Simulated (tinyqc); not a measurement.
Inside a calculation. Model: off-state leakage of single and stacked transistors.

Program tinyqc, `OMP_NUM_THREADS=1 python tinyqc.py 2242060 2242061 out.jsonl`; Intel Xeon 2.30GHz, shared host, one thread, about 0.03 s. Printed values are rounded.

n-channel devices of unit width. Subthreshold current I(Vg, Vs, Vd) = I0 (T/300 K)^0.5 exp[(Vg - Vs - VT(T) - gb (Vs - Vb) + dd (Vd - Vs))/(nf Vt)] (1 - exp(-(Vd - Vs)/Vt)), VT(T) = VT - cT (T - 300 K). Gate-edge tunnelling Ig (Vd/1 V) exp(ag (Vd - 1 V)), for a gate at 0 V, and band-to-band leakage Ab u exp(-Bb/u), u = Vd - Vb + 1 V, flow at a drain held at V; both are taken as independent of T. In a stack of off transistors (all gates at 0 V) the same subthreshold current passes through each.

Values chosen for this exercise; values of the order met in bulk silicon logic transistors:

| symbol | value | unit | meaning |
|---|---|---|---|
| T | 330 | K | temperature |
| V | 0.9 | V | supply voltage |
| VT | 0.36 | V | threshold at 300 K, zero drain and body bias |
| cT | 1 | mV/K | fall of the threshold with temperature |
| I0 | 0.15 | uA/um | current at threshold at 300 K |
| nf | 1.26 |  | slope factor |
| dd | 0.16 |  | drain-induced lowering per volt |
| gb | 0.2 |  | rise of the threshold per volt of source-body bias |
| Ig | 3e-5 | uA/um | gate-edge tunnelling current at 1 V |
| ag | 6 | 1/V | exponential slope of the gate current |
| Ab | 8 | uA/(um V) | prefactor of band-to-band leakage at the drain |
| Bb | 22 | V | its exponential voltage |
| Vb | 0 | V | body voltage |

Constants: q = 1.602176634e-19 C, kB = 1.380649e-23 J/K, Vt = kB T/q. Results are converted to the units shown.

## Leakage of one transistor

Vg = Vs = 0, Vd = V; effective threshold VT(T) - gb Vb - dd V.

effective threshold = 0.186 V
parts (nA/um): subthreshold 0.875672, gate edge 0.0148179, band-to-band 0.142289
total = 1.03278 nA/um
shares (%): subthreshold 84.7880, gate edge 1.43476, band-to-band 13.7773

The subthreshold part is the largest.

## Starting value

Vx = dd V/(1 + gb + 2 dd), the solution for Vx well above Vt, rounded to three decimals.

Vx at the start = 0.095 V

## Iteration 1: new Vx

Stack of two, Vx the node between them: I_low = I(0, 0, Vx), I_up = I(0, Vx, V), f = ln(I_up/I_low), f' = -(1 + gb + 2 dd)/(nf Vt) - 1/(Vt (exp(Vx/Vt) - 1)) - 1/(Vt (exp((V - Vx)/Vt) - 1)), Vx(new) = Vx - f/f'.

I_low = 0.0232028 nA/um
I_up = 0.0237875 nA/um
f = 0.0248910
f' = -43.7125 1/V
Vx after iteration 1 = 0.0955694 V

## Iteration 2: new Vx

As before.

I_low = 0.0232788 nA/um
I_up = 0.0232789 nA/um
f = 7.57594e-6
f' = -43.6860 1/V
Vx after iteration 2 = 0.0955696 V

## Course of the iteration

Stop when the step is below 1e-11 V, or after 40 iterations.

Course of the iteration:
```
iteration  Vx before the step (V)  step (V)
1                           0.095   5.69e-4
2                       0.0955694   1.73e-7
3                       0.0955696  1.59e-14
```

Converged in 3 iterations. The subthreshold current of the stack is 0.02328 nA/um, 37.6 times less than that of one transistor (the drain leakage is unchanged); the estimate exp[dd V (1 + gb + dd)/((1 + gb + 2 dd) nf Vt)] gives 36.4.
